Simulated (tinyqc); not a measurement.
Sharpness of the interface: valley splitting of a silicon quantum well in envelope theory.

The well lies at 0 < z < L; U(z) = V0 [1/(1 + exp(z/w)) + 1/(1 + exp((L - z)/w))] - e F z, 1 mV/nm = 1e-4 eV/angstrom. The envelope psi solves -(c/ml) psi'' + U psi = E psi, c = hbar^2/2m0, by three-point differences on a grid of 0.1 angstrom from -40 to L + 40 angstrom. The two valleys at +/- k0 couple through D = C0 times the integral of exp(-i q z) U(z) psi^2, q = 2 k0 (2 pi/a), and split by Ev = 2|D|.

Random alloy: with Y(z) = Yw + (Yb - Yw) B(z), B the bracket in U, and in-plane density exp(-r^2/ad^2)/(pi ad^2), D gains a random complex part of variance sigma^2 = (C0^2/pi)(a^2 V0/(8 ad (Yb - Yw)))^2 (4/a) times the integral of psi^4 Y (1 - Y). Alone it gives a mean splitting sqrt(pi) sigma; together with the smooth part the rms splitting is 2 sqrt(|D|^2 + sigma^2).

Constants: hbar^2/2m0 = 3.80998211 eV angstrom^2.

Parameters, chosen for this exercise (near those of a strained Si well in SiGe; shifted at random, so the results belong to these values and not to a real crystal): L = 102 angstrom (well width); V0 = 0.2 eV (conduction offset); ml = 0.9 m0 (mass along z); F = 9.7 mV/nm (field pressing towards the upper interface); k0 = 0.832 2 pi/a (valley position); a = 5.431 angstrom (lattice constant); C0 = 0.249 (Bloch overlap factor); Yb = 0.32 (Ge share of the barrier); Yw = 0 (Ge share of the well); ad = 170 angstrom (dot radius); ws = (0.2, 0.6, 1.1, 1.3, 2.2, 3.2, 4) angstrom (interface widths).

The smooth part 2|D| and the disorder part against w, beside y/sinh(y) with y = pi q w. The 12 to 88 % width of the step is 4w.

Results:
```
w (angstrom),4w (angstrom),2|D| (micro-eV),y/sinh(y),sqrt(pi) sigma (micro-eV)
0.2,0.8,198.15,0.79,7.8
0.6,2.4,49.29,0.19,9.1
1.1,4.4,4.59,0.017,11.5
1.3,5.2,1.66,0.0061,12.6
2.2,8.8,0.01,4.4e-05,18.1
3.2,12.8,0.00,1.5e-07,24.0
4.0,16.0,0.00,1.5e-09,28.3
```

What does the comparison show?

The smooth part needs a Fourier component of U psi^2 at a wavelength of 3.26 angstrom; from the first row to the third it falls by a factor 43.2, while y/sinh(y) falls by 46.1 (the envelope near the step and the phase between the two interfaces change too). The disorder part goes from 7.8 to 28.3 micro-eV, growing as the electron overlaps more alloy. It takes over between w = 0.6 and 1.1 angstrom, that is a step 2.4 to 4.4 angstrom wide, with 1.36 angstrom to an atomic layer.

Run: tinyqc, `OMP_NUM_THREADS=1 python tinyqc.py 1251285 1251286 out.jsonl`; Intel(R) Xeon(R) Processor @ 2.30GHz, one thread, shared host; about 0.08 s of CPU time with all checks.
